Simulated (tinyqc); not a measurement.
# Pillar capacitor in an array: capacitance, non-linearity, leakage and relaxation: what changes with what

A film between two metal electrodes, each interface adding a series capacitance ci. The small-signal permittivity is ek (1 + aq E^2); the field is found with the linear permittivity. Leakage J = J0 sinh(E/Ef). After a voltage step the film passes a relaxation current kr C V tt^(-nr), tt being the time in seconds. The sidewall is a coaxial capacitor with radii a = dm/2 and b = dm/2 + t, depth AR dm; the end face is left out.

Parameters, values chosen for the exercise; permittivity of the order of that of tantalum oxide:
```
symbol,value,unit,meaning
ek,23.6,,relative permittivity of the film
t,15,nm,film thickness
ci,280,uF/cm^2,capacitance of each electrode interface (dead layer and screening)
aq,0.0072,cm^2/MV^2,quadratic field coefficient of the permittivity
V,0.9,V,bias
nr,0.983,,exponent of the relaxation current
kr,0.0017,,strength of the relaxation
J0,6.3e-10,A/cm^2,leakage prefactor
Ef,0.23,MV/cm,field for an e-fold rise of the leakage
AR,50,,"aspect ratio, depth over diameter"
pt,220,nm,pitch of the square array
rho,210,uohm cm,resistivity of the inner electrode
t0,1e-7,s,duration of the write pulse
```

Constants: eps0 = 8.8541878128e-14 F/cm where lengths are in cm. Results are converted to the units shown.

Each table varies one quantity; the others keep the values above.

## Capacitance, non-linearity and leakage against thickness

Planar film: Cf = eps0 ek/t, 1/C = 1/Cf + 2/ci, EOT = 3.9 eps0/C, effective permittivity C t/eps0, E = (V/t) C/Cf; quadratic coefficient [C(V)/C - 1]/V^2 with Cf (1 + aq E^2) in C(V).

Result of one run:

| t (nm) | C (uF/cm^2) | EOT (nm) | effective permittivity | E (MV/cm) | quadratic coefficient (ppm/V^2) | J (A/cm^2) |
|---|---|---|---|---|---|---|
| 2.5 | 7.887 | 0.4378 | 22.27 | 3.397 | 9.635e4 | 8.184e-4 |

What becomes of these results when the film thickness t is changed from 2.5 to 3.7 nm, all else the same?

Result of the changed run:

| t (nm) | C (uF/cm^2) | EOT (nm) | effective permittivity | E (MV/cm) | quadratic coefficient (ppm/V^2) | J (A/cm^2) |
|---|---|---|---|---|---|---|
| 3.7 | 5.429 | 0.6361 | 22.68 | 2.338 | 4.664e4 | 8.189e-6 |

The whole series:

| t (nm) | C (uF/cm^2) | EOT (nm) | effective permittivity | E (MV/cm) | quadratic coefficient (ppm/V^2) | J (A/cm^2) |
|---|---|---|---|---|---|---|
| 2.5 | 7.887 | 0.4378 | 22.27 | 3.397 | 9.635e4 | 8.184e-4 |
| 3.7 | 5.429 | 0.6361 | 22.68 | 2.338 | 4.664e4 | 8.189e-6 |
| 5.5 | 3.699 | 0.9336 | 22.98 | 1.593 | 2.195e4 | 3.210e-7 |
| 8.2 | 2.503 | 1.380 | 23.18 | 1.078 | 1.014e4 | 3.417e-8 |
| 12 | 1.720 | 2.008 | 23.31 | 0.7408 | 4818 | 7.878e-9 |
| 18 | 1.151 | 2.999 | 23.41 | 0.4959 | 2168 | 2.684e-9 |
| 27 | 0.7697 | 4.487 | 23.47 | 0.3315 | 971.5 | 1.257e-9 |
| 40 | 0.5205 | 6.635 | 23.51 | 0.2242 | 445.0 | 7.159e-10 |
| 60 | 0.3474 | 9.940 | 23.54 | 0.1496 | 198.5 | 4.394e-10 |

C falls from 7.89 to 0.347 uF/cm^2 while the effective permittivity goes from 22.3 to 23.5 (ek = 23.6). EOT is a straight line in t with slope 3.9/ek = 0.165 and intercept 0.0247 nm. The quadratic coefficient goes as t^(-1.85) between the first two rows and t^(-1.99) between the last two (-2 without interfaces), and J falls by 6.27 decades. For t = 2.5, 3.7 direct tunnelling, left out, would add to the leakage.

## Cell against the diameter of the pillar

Per length 1/c = ln(b/a)/(2 pi eps0 ek) + (1/a + 1/b)/(2 pi ci); cell capacitance c AR dm; per footprint over pt^2; fields c V/(2 pi eps0 ek r) at r = a and b; resistance of the inner electrode rho AR dm/(pi a^2); time constant R C/3 of the distributed line. The pitch is scaled as pt dm/(120 nm).

Cell against the diameter of the pillar:

| dm (nm) | cell capacitance (fF) | per footprint (uF/cm^2) | field at a (MV/cm) | field at b (MV/cm) | R (kohm) | R C/3 (ps) |
|---|---|---|---|---|---|---|
| 52 | 7.4182 | 81.622 | 0.75224 | 0.47703 | 2.5710 | 6.3573 |
| 70 | 12.754 | 77.440 | 0.71369 | 0.49958 | 1.9099 | 8.1194 |
| 93 | 21.618 | 74.366 | 0.68536 | 0.51820 | 1.4375 | 10.359 |
| 130 | 40.692 | 71.638 | 0.66022 | 0.53643 | 1.0284 | 13.949 |
| 170 | 67.989 | 69.993 | 0.64506 | 0.54830 | 0.78641 | 17.822 |
| 220 | 111.86 | 68.762 | 0.63371 | 0.55767 | 0.60768 | 22.659 |
| 300 | 204.59 | 67.633 | 0.62331 | 0.56665 | 0.44563 | 30.391 |

What does the table show?

As dm goes from 52 to 300, the cell capacitance rises from 7.42 to 205 fF, the capacitance per footprint falls from 81.6 to 67.6 uF/cm^2, the ratio of the two fields falls from 1.58 to 1.10 and R C/3 rises from 6.36 to 30.4 ps; the time constant goes as dm^(0.82) between the first two rows and dm^(0.95) between the last two.

## Charge lost after writing

Planar film: Cf = eps0 ek/t, 1/C = 1/Cf + 2/ci, EOT = 3.9 eps0/C, effective permittivity C t/eps0, E = (V/t) C/Cf. A capacitor written for t0 and then left open loses, as a share of C V, kr (tt^(1 - nr) - t0^(1 - nr))/(1 - nr) by relaxation and J tt/(C V) by leakage; both are taken as small, and rows far outside that range are left out.

The same in every row: leakage current (nA/cm^2) = 4.146.

Results:

| tt (s) | relaxation current (nA/cm^2) | loss by relaxation (%) | loss by leakage (%) | total loss (%) |
|---|---|---|---|---|
| 1e-6 | 1.669e6 | 0.3035 | 3.340e-7 | 0.3035 |
| 0.0001 | 1.805e4 | 0.9474 | 3.340e-5 | 0.9474 |
| 0.001 | 1877 | 1.289 | 3.340e-4 | 1.289 |
| 0.01 | 195.1 | 1.644 | 0.003340 | 1.647 |
| 0.1 | 20.29 | 2.013 | 0.03340 | 2.046 |
| 1 | 2.110 | 2.397 | 0.3340 | 2.731 |
| 10 | 0.2195 | 2.796 | 3.340 | 6.136 |

Estimate the missing row, tt = 1e-5 s.

Computed row:

| tt (s) | relaxation current (nA/cm^2) | loss by relaxation (%) | loss by leakage (%) | total loss (%) |
|---|---|---|---|---|
| 1e-5 | 1.735e5 | 0.6192 | 3.340e-6 | 0.6192 |

With this row back in the table: The two currents are equal at tt = 0.503 s. The loss by relaxation grows from 0.304 to 2.80 %, by 0.316 points over the first decade and 0.399 over the last, while the loss by leakage grows tenfold a decade. Leakage is the larger loss for tt = 10 s.

Program tinyqc, `OMP_NUM_THREADS=1 python tinyqc.py 2102011 2102012 out.jsonl`; Intel Xeon 2.30GHz, shared host, one thread, about 0.01 s.
